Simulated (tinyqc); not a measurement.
Long-channel MOSFET, surface-potential model: two steps of the calculation.

n-channel transistor on a uniformly doped p-type body, gradual-channel approximation, constant mobility, Boltzmann statistics, full ionisation. Potentials are counted from the neutral body; V is the electron quasi-Fermi potential, Vsb at the source and Vsb + Vds at the drain. Charges are magnitudes per area.

Parameters, values chosen for the exercise; material values close to those of 4H silicon carbide: temperature T = 325 K; flat-band voltage Vfb = -1.3 V; channel mobility mu = 100 cm^2/(V s); gate width W = 20 um; gate length L = 0.5 um; source-body reverse bias Vsb = 0.5 V; gate-source voltage Vgs = 2.43 V; drain-source voltage Vds = 1.2 V.

Constants: q = 1.602176634e-19 C, kB = 1.380649e-23 J/K, Vt = kB T/q. Results are converted to the units shown.

Question 1. Charges and current of the charge-sheet model. psi_0 and psi_L solve Vgs + Vsb - Vfb - psi = gamma sqrt(G) at V = Vsb and Vsb + Vds. Qi = Cox gamma [sqrt(G) - sqrt(psi - Vt)], G = psi - Vt + Vt exp((psi - 2 phiF - V)/Vt), at both ends. With U = Vgs + Vsb - Vfb: drift = mu (W/L) Cox [U (psi_L - psi_0) - (psi_L^2 - psi_0^2)/2 - (2/3) gamma ((psi_L - Vt)^1.5 - (psi_0 - Vt)^1.5)]; diffusion = mu (W/L) Vt (Qi0 - QiL).

psi_0 = 3.4648600 V
psi_L = 3.6158800 V
phiF = 1.4217589 V
Cox = 0.24577079 uF/cm^2
gamma = 0.32421614 V^0.5

Give: Qi0; QiL; drift current; diffusion current; drain current.

Answer 1.

Qi0 = 40.33 nC/cm^2
QiL = 2.428e-15 nC/cm^2
drift current = 12.18 uA
diffusion current = 4.518 uA
drain current = 16.69 uA

Drift carries 72.9 % of the current. The drain end is pinched off: its charge is under 1 % of that at the source.

Question 2. Pao-Sah current by Simpson's rule. I = mu (W/L) integral of Qi dV; Simpson's rule on the 9 points, step Vds/8, weights 1, 4, 2, ..., 4, 1 times step/3.

Qi, Pao-Sah, point 0 to 8 (nC/cm^2): 40.482992  10.779524  0.21411640  0.0010403783  4.9113513e-6  2.3181942e-8  1.0942041e-10  5.1647212e-13  2.4377850e-15

Wanted: Pao-Sah current.

Answer 2.

Pao-Sah current = 16.81 uA

Gauss-Legendre quadrature on many points gives 17.00 uA, so this value is 1.1 % below it; the charge-sheet current, 16.69 uA, is 1.8 % below it.

Computed by the program tinyqc: `OMP_NUM_THREADS=1 python tinyqc.py 2360153 2360154 out.jsonl`, one thread of a shared Intel Xeon 2.30GHz, about 0.05 s for the whole run.
